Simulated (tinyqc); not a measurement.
Inside a calculation. Model: p-n diode with diffusion and depletion-layer recombination.

Program tinyqc, `OMP_NUM_THREADS=1 python tinyqc.py 2260040 2260041 out.jsonl`; Intel Xeon 2.30GHz, shared host, one thread, about 0.01 s. Printed values are rounded.

Abrupt junction in the depletion approximation, low injection, full ionisation, neutral widths fixed, ohmic contact on the p side. Vj is the junction voltage; where a series resistance Rs is given, V = Vj + J Rs is the terminal voltage.

Inputs (values chosen for the exercise); band and dielectric values those of a made-up semiconductor:
- T = 250 K (temperature)
- Eg = 1.4 eV (band gap)
- eps_r = 14.1 (relative permittivity)
- Nc = 3.26e17 cm^-3 (conduction-band density of states at T)
- Nv = 8.67e18 cm^-3 (valence-band density of states at T)
- Na = 2.1e16 cm^-3 (acceptor density)
- Nd = 1.5e15 cm^-3 (donor density)
- mun = 5000 cm^2/(V s) (electron mobility in the p side)
- mup = 180 cm^2/(V s) (hole mobility in the n side)
- tn = 2e-7 s (electron lifetime)
- tp = 1e-8 s (hole lifetime)
- wp = 6.9 um (neutral width of the p side)
- wn = 14 um (neutral width of the n side)
- Sp = 1e7 cm/s (recombination velocity at the n contact)
- Rs = 0.026 ohm cm^2 (series resistance)
- Et = 0 eV (trap level above the intrinsic level)
- Vj = 0.79 V (junction voltage at which recombination is evaluated)
- V = 1.01 V (terminal voltage)

Constants: q = 1.602176634e-19 C, kB = 1.380649e-23 J/K, Vt = kB T/q, eps0 = 8.8541878128e-14 F/cm where lengths are in cm. Results are converted to the units shown.

## Diffusion lengths and saturation currents

ni = sqrt(Nc Nv) exp(-Eg/(2 Vt)), Eg in volts; D = mu Vt; Ln = sqrt(Dn tn), Lp = sqrt(Dp tp); J0n = q ni^2 Dn coth(wp/Ln)/(Ln Na); J0p = (q ni^2 Dp/(Lp Nd)) (s + tanh(wn/Lp))/(1 + s tanh(wn/Lp)), s = Sp Lp/Dp.

ni = 13008.9 cm^-3
Ln = 46.4148 um
Lp = 1.96921 um
J0n = 2.03042e-22 A/cm^2
J0p = 3.55952e-22 A/cm^2

wp/Ln = 0.15 and wn/Lp = 7.1; holes carry 63.7 % of the diffusion current.

## Recombination in the depleted layer

ni = sqrt(Nc Nv) exp(-Eg/(2 Vt)), Eg in volts. Vbi = Vt ln(Na Nd/ni^2), W = sqrt(2 eps0 eps_r (Vbi - Vj)(1/Na + 1/Nd)/q), xp = W Nd/(Na + Nd), xn = W Na/(Na + Nd); u(x) = q Na (x + xp)^2/(2 eps0 eps_r) for x < 0 and Vbi - Vj - q Nd (xn - x)^2/(2 eps0 eps_r) for x > 0; p = Na exp(-u/Vt), n = Nd exp((u - Vbi + Vj)/Vt); U = ni^2 (exp(Vj/Vt) - 1)/(tp (n + ni exp(Et/Vt)) + tn (p + ni exp(-Et/Vt))); J_scr = q times the integral of U from -xp to xn. Trapezoid rule on 12 equal steps.

W = 636.816 nm

| point | x (nm) | u (V) | n (cm^-3) | p (cm^-3) | U (cm^-3 s^-1) |
|---|---|---|---|---|---|
| 0 | -42.454 | 0.000000 | 6.79139e7 | 2.1e16 | 3.39569e14 |
| 1 | 10.614 | 0.036322 | 3.66595e8 | 3.89038e15 | 1.83297e15 |
| 2 | 63.682 | 0.093246 | 5.14881e9 | 2.76994e14 | 2.57440e16 |
| 3 | 116.750 | 0.144748 | 5.62264e10 | 2.53652e13 | 2.81101e17 |
| 4 | 169.818 | 0.190828 | 4.77403e11 | 2.98740e12 | 2.36809e18 |
| 5 | 222.886 | 0.231488 | 3.15169e12 | 4.52517e11 | 1.16882e19 |
| 6 | 275.954 | 0.266726 | 1.61776e13 | 8.81587e10 | 7.94946e18 |
| 7 | 329.022 | 0.296543 | 6.45647e13 | 2.20893e10 | 2.19392e18 |
| 8 | 382.090 | 0.320938 | 2.00350e14 | 7.11849e9 | 7.11344e17 |
| 9 | 435.158 | 0.339913 | 4.83389e14 | 2.95040e9 | 2.95004e17 |
| 10 | 488.226 | 0.353466 | 9.06809e14 | 1.57276e9 | 1.57270e17 |
| 11 | 541.294 | 0.361598 | 1.32266e15 | 1.07828e9 | 1.07826e17 |
| 12 | 594.362 | 0.364308 | 1.5e15 | 9.50795e8 | 9.50782e16 |

J_scr = 2.19596e-5 A/cm^2

With 2000 steps J_scr = 2.198e-5 A/cm^2; the coarse value is 0.11 % below it. U is largest at x = 223 nm among these points; the peak lies where tp n = tn p. On the fine grid U peaks at 1.335e19 cm^-3 s^-1, and J_scr/(q U_max) is 16.1 % of W, the effective width of the recombining zone.

## Starting value

Vj = V.

Vj at the start = 1.01 V

## Iteration 1: new Vj

J0 = J0n + J0p = 5.58994e-22 A/cm^2

Diffusion current alone: J = J0 (exp(Vj/Vt) - 1), g = Vj + J Rs - V, g' = 1 + Rs J0 exp(Vj/Vt)/Vt, Vj(new) = Vj - g/g'.

J = 0.128266 A/cm^2
g = 0.00333491 V
g' = 1.15480
Vj after iteration 1 = 1.00711 V

## Iteration 2: new Vj

As before.

J = 0.112175 A/cm^2
g = 2.86678e-5 V
g' = 1.13538
Vj after iteration 2 = 1.00709 V

## Course of the iteration

Stop when the step is below 1e-10 V, or after 80 iterations.

Course of the iteration:

| iteration | Vj before the step (V) | step (V) |
|---|---|---|
| 1 | 1.01 | -2.89e-3 |
| 2 | 1.00711 | -2.52e-5 |
| 3 | 1.00709 | -1.76e-9 |
| 4 | 1.00709 | 0 |

Converged in 4 iterations.
